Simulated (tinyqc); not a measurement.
A log to judge: BCS gap equation with a constant attraction inside the Debye window. Computed by tinyqc. Command: `OMP_NUM_THREADS=1 python tinyqc.py 3019867 3019868 out.jsonl bcs walk`. One thread of a shared host (Intel(R) Xeon(R) Processor @ 2.30GHz), about 0.01 s of CPU time with the checks.

Pairs attract with strength V for |xi| < k_B Theta; N(0) is the density of states for one spin. Energies are given as temperatures (E/k_B, in K) unless marked.

Inputs (values chosen for the exercise, modelled on titanium nitride): coupling N(0)V = 0.213; Debye temperature Theta = 554 K; temperature T = 1.24 K.

Solver: fixed point.

Method. Gap equation: 1/(N(0)V) = I(Delta, T) = int_0^Theta tanh(E/2T)/E d xi, E = sqrt(xi^2 + Delta^2); 64 Gauss-Legendre points in y with xi = max(Delta, T) sinh(y). Residual r = N(0)V I - 1, with Delta_0 = Theta/sinh(1/(N(0)V)). Fixed point: Delta(new) = Delta (1 + r), from Delta_0. Stop when |r| < 1e-9 or after 40 steps.

Iterations:

| step | Delta (K) | residual r |
|---|---|---|
| 1 | 10.1301 | -4.10318e-05 |
| 2 | 10.1296 | -3.23118e-05 |
| 3 | 10.1293 | -2.54450e-05 |
| 4 | 10.1291 | -2.00376e-05 |
| 5 | 10.1289 | -1.57793e-05 |
| 6 | 10.1287 | -1.24259e-05 |
| 7 | 10.1286 | -9.78526e-06 |
| 8 | 10.1285 | -7.70576e-06 |
| 9 | 10.1284 | -6.06818e-06 |
| ... | ... | ... |
| 32 | 10.1281 | -2.49264e-08 |
| 33 | 10.1281 | -1.96292e-08 |
| 34 | 10.1281 | -1.54578e-08 |
| 35 | 10.1281 | -1.21728e-08 |
| 36 | 10.1281 | -9.58592e-09 |
| 37 | 10.1281 | -7.54879e-09 |
| 38 | 10.1281 | -5.94458e-09 |
| 39 | 10.1281 | -4.68128e-09 |
| 40 | 10.1281 | -3.68645e-09 |

Can the last value be used, and what does the course show?

No. Not converged: the residual falls at every step, but slowly, by a factor of about 0.787 a step. The update changes Delta only by the factor 1 + r, and r varies only weakly with Delta. Reruns converge with solver = secant; or with solver = bisection.
